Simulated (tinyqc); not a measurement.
Band gaps under pressure and temperature from deformation potentials: sweeps and comparisons. A value that a table varies takes the place of the one given here.

Murnaghan: V/V0 = (1 + Bp P/B0)^(-1/Bp), B0 = (C11 + 2 C12)/3. Each gap moves by a ln(V/V0) with its volume potential a, and falls with temperature by aV T^2/(T + bV) (Varshni); the two effects are added. No change of phase is considered.

Constants: hc = 1239.841984 eV nm.

Values chosen for the exercise (near those of GaAs, the X and L potentials typical of such crystals; the results hold for these values, not for the real material): Eg = 1.498 eV (gap at Gamma to the s-like level at 0 K, 0 GPa); EgX = 1.989 eV (gap to X at 0 K, 0 GPa); EgL = 1.816 eV (gap to L at 0 K, 0 GPa); C11 = 120.6 GPa; C12 = 56 GPa; Bp = 4.02 (pressure derivative of the bulk modulus); aG = -8.46 eV (volume potential of the Gamma gap); aX = 1.98 eV (volume potential of the X gap); aL = -3.02 eV (volume potential of the L gap); aV = (0.567, 0.471, 0.63) meV/K (Varshni alpha of Gamma, X, L); bV = (193, 213, 207) K (Varshni beta of Gamma, X, L); T = 300 K (temperature); P = 2 GPa (pressure).

## Gaps against pressure

The last column is the linear form E0 + c1 P for Gamma, c1 = -aG/B0.

Gaps (eV):
```
P (GPa)  ln(V/V0)  Gamma      X      L  lowest  Gamma, linear
0.00       0.0000  1.394  1.906  1.704   Gamma          1.394
1.50      -0.0186  1.552  1.869  1.760   Gamma          1.558
3.00      -0.0360  1.699  1.835  1.813   Gamma          1.722
4.50      -0.0522  1.836  1.803  1.862       X          1.886
6.00      -0.0674  1.965  1.773  1.908       X          2.049
7.50      -0.0817  2.086  1.745  1.951       X          2.213
9.00      -0.0953  2.200  1.718  1.992       X          2.377
10.50     -0.1081  2.309  1.692  2.031       X          2.540
12.00     -0.1203  2.413  1.668  2.068       X          2.704
```

Over 12 GPa Gamma moves by +1.018, L by +0.363 and X by -0.238 eV. The lowest valley changes: Gamma to X between 3.00 and 4.50 GPa, and the fundamental gap peaks at 1.803 eV on these points. The linear form overshoots by 291 meV at the end, because the crystal stiffens; the gap is linear in ln V, not in P.

## Gaps against temperature

At the pressure P; wavelength hc/E of the lowest gap.

Gaps (eV):
```
T (K)   Gamma       X       L  lowest  wavelength (nm)
0      1.7056  1.9404  1.8901   Gamma            726.9
50     1.6998  1.9359  1.8840   Gamma            729.4
100    1.6863  1.9254  1.8696   Gamma            735.2
200    1.6479  1.8948  1.8282   Gamma            752.4
300    1.6021  1.8578  1.7783   Gamma            773.9
400    1.5527  1.8175  1.7241   Gamma            798.5
500    1.5011  1.7753  1.6673   Gamma            826.0
600    1.4482  1.7318  1.6091   Gamma            856.1
```

From 0 to 100 K the Gamma gap falls by 19.4 meV, from 500 to 600 K by 52.9 meV: quadratic below bV, linear with a slope tending to aV = 0.567 meV/K above. Gamma stays lowest. A pressure of 0.95 GPa, with the slope -aG/B0 at zero pressure, would undo the fall of the Gamma gap from 0 to 300 K.

## What each parameter does

Gaps at P and T. Each row changes one parameter from the base and keeps the others.

Results:
```
case              Gamma (eV)  X (eV)  L (eV)
base                  1.6021  1.8578  1.7783
T = 350 K             1.5777  1.8379  1.7516
C11 = 108.54 GPa      1.6129  1.8552  1.7821
C12 = 61.6 GPa        1.5930  1.8599  1.7750
Bp = 3.618            1.6031  1.8575  1.7786
aG = -9.306 eV        1.6229  1.8578  1.7783
aX = 2.178 eV         1.6021  1.8529  1.7783
aL = -3.322 eV        1.6021  1.8578  1.7857
P = 2.2 GPa           1.6218  1.8532  1.7853
```

The largest shifts from the base row, up to three for each result and ties (the steps differ in size, so this ranks the rows, not the parameters). Gamma (eV): T -0.0244, aG +0.0208, P +0.0197; unchanged at the printed digits by aX and aL. X (eV): T -0.0199, aX -0.0049, P -0.0046; unchanged at the printed digits by aG and aL. L (eV): T -0.0267, aL +0.0074, P +0.0070; unchanged at the printed digits by aG and aX.

Program tinyqc; command `OMP_NUM_THREADS=1 python tinyqc.py 1050311 1050312 out.jsonl`; about 0.01 s on one thread of a shared Intel(R) Xeon(R) Processor @ 2.30GHz.
